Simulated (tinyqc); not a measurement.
Bethe-Salpeter matrix of a two-band chain (Tamm-Dancoff form): sweeps and comparisons. A value that a table varies takes the place of the one given here.

One valence and one conduction band, lattice period 1, mesh k = 2 pi j/N. Pair energies D(k) = Eg + 2 t sum(1 - cos k), t = tc + tv. Screened attraction W(R) = U at R = 0 and V/|R| otherwise, R over the N cells with the nearest image; W(q) = sum_R W(R) cos(q R). H(k, k') = D(k) delta - W(k - k')/Nk + 2 J/Nk for singlets (J = 0 for triplets), Nk the number of k points. With a constant transition dipole the strength of a state is f = (sum_k A_k)^2/Nk, and the f sum to 1.

Parameters, chosen for this exercise: Eg = 3.6 eV (quasiparticle gap); tc = 0.89 eV (conduction hopping); tv = 0.29 eV (valence hopping); U = 1.16 eV (attraction in the same cell); V = 0.59 eV (attraction at one cell distance); J = 0.1 eV (exchange in the same cell); fs = (0.2, 0.4, 0.7, 1, 1.4, 2, 2.6) (scale factors of U and V).

## Convergence with the k mesh

Lowest triplet and singlet, and f of the singlet, against N.

Results:

| N | Eg - E triplet (eV) | Eg - E singlet (eV) | f singlet |
|---|---|---|---|
| 4 | 0.7013 | 0.6325 | 0.3277 |
| 6 | 0.6068 | 0.5438 | 0.2940 |
| 8 | 0.5675 | 0.5031 | 0.2986 |
| 12 | 0.5481 | 0.4798 | 0.3175 |
| 20 | 0.5459 | 0.4765 | 0.3239 |
| 40 | 0.5459 | 0.4765 | 0.3240 |
| 100 | 0.5459 | 0.4765 | 0.3240 |

The coarsest mesh misjudges the singlet binding by +0.1560 eV against the finest: a mesh of N points along an axis repeats the pair every N cells. The triplet is within 1 meV of the last row from N = 20 on. The singlet is within 1 meV of the last row from N = 20 on. The more tightly bound triplet is the smaller object in R, so it needs no more points than the singlet.

## Strength of the attraction

Triplets, N = 100; U and V scaled together, as weaker screening would do. f is the weight at R = 0. For V = 0 the infinite chain has binding sqrt(4 t^2 + U^2) - 2t and f = U/sqrt(4 t^2 + U^2), t = tc + tv.

Results:

| scale | U/t | binding (eV) | f | Eg - second level (eV) | contact formula (eV) |
|---|---|---|---|---|---|
| 0.20 | 0.20 | 0.0581 | 0.142 | 0.0023 | 0.0114 |
| 0.40 | 0.39 | 0.1563 | 0.218 | 0.0117 | 0.0452 |
| 0.70 | 0.69 | 0.3380 | 0.303 | 0.0359 | 0.1358 |
| 1.0 | 0.98 | 0.5459 | 0.370 | 0.0726 | 0.2697 |
| 1.4 | 1.38 | 0.8510 | 0.445 | 0.1404 | 0.5048 |
| 2.0 | 1.97 | 1.3510 | 0.537 | 0.2786 | 0.9494 |
| 2.6 | 2.56 | 1.8883 | 0.611 | 0.4547 | 1.4696 |

The binding grows with exponent 1.43 between scales 0.2 and 0.4 and 1.28 over the last two rows (below 2 for a wide pair in a chain, where 1/|R| brings logarithms, 1 for a pair held in one cell). f rises from 0.142 to 0.611. On this mesh a second level lies below the gap from scale 0.2 on; in an infinite lattice the tail V/|R| binds a whole series at any scale. The tail V/|R| adds 0.419 eV to the contact value in the last row and 0.047 eV in the first.

## Exciton band

Triplets, solved in the electron-hole distance R on a ring of 60 cells, total momentum Q: D = Eg + 2 tc (1 - cos(k + Q/2)) + 2 tv (1 - cos(k - Q/2)), so the hopping in R has size |t(Q)| = sqrt(tc^2 + tv^2 + 2 tc tv cos Q) and the continuum starts at Eg + 2 (tc + tv) - 2 |t(Q)|.

Results:

| Q/pi | \|t(Q)\| (eV) | continuum edge (eV) | exciton (eV) | binding (eV) | weight at R = 0 |
|---|---|---|---|---|---|
| 0.000 | 1.1800 | 3.6000 | 3.0541 | 0.5459 | 0.370 |
| 0.167 | 1.1503 | 3.6594 | 3.1088 | 0.5505 | 0.376 |
| 0.333 | 1.0650 | 3.8299 | 3.2654 | 0.5646 | 0.392 |
| 0.500 | 0.9361 | 4.0879 | 3.4996 | 0.5883 | 0.421 |
| 0.667 | 0.7862 | 4.3876 | 3.7667 | 0.6209 | 0.462 |
| 0.833 | 0.6551 | 4.6498 | 3.9943 | 0.6555 | 0.509 |
| 1.000 | 0.6000 | 4.7600 | 4.0877 | 0.6723 | 0.532 |

The exciton band is 1.0336 eV wide, against 1.1600 eV for the edge of the continuum: binding narrows it, since electron and hole must hop together. The binding grows from 0.546 to 0.672 eV as |t(Q)| falls. Between the first two rows the exciton rises 0.92 times as much as the edge, so it is heavier than the free pair.

## What each parameter does

N = 100: lowest singlet, its binding and f, and the singlet-triplet splitting. Each row changes one parameter from the base and keeps the others.

Results:

| case | singlet (eV) | binding (eV) | f | splitting (eV) |
|---|---|---|---|---|
| base | 3.1235 | 0.4765 | 0.324 | 0.0694 |
| Eg = 3.8 eV | 3.3235 | 0.4765 | 0.324 | 0.0694 |
| tc = 1.16 eV | 3.1530 | 0.4470 | 0.291 | 0.0621 |
| tv = 0.17 eV | 3.1081 | 0.4919 | 0.342 | 0.0735 |
| U = 1.39 eV | 3.0429 | 0.5571 | 0.378 | 0.0802 |
| V = 0.69 eV | 3.0706 | 0.5294 | 0.315 | 0.0674 |
| J = 0.15 eV | 3.1548 | 0.4452 | 0.301 | 0.1007 |

The largest shifts from the base row, up to three for each result and ties (the steps differ in size, so this ranks the rows, not the parameters). singlet (eV): Eg +0.2000, U -0.0807, V -0.0529. binding (eV): U +0.0807, V +0.0529, J -0.0313; unchanged at the printed digits by Eg. f: U +0.054, tc -0.033, J -0.023; unchanged at the printed digits by Eg. splitting (eV): J +0.0313, U +0.0108, tc -0.0073; unchanged at the printed digits by Eg. At zero total momentum only the sum tc + tv enters.

Computed by tinyqc, a small Python program: `OMP_NUM_THREADS=1 python tinyqc.py 1251930 1251931 out.jsonl` (the numbers bound the seed that draws the inputs); one thread of a shared host (Intel(R) Xeon(R) Processor @ 2.30GHz), about 0.06 s for the whole set of steps.
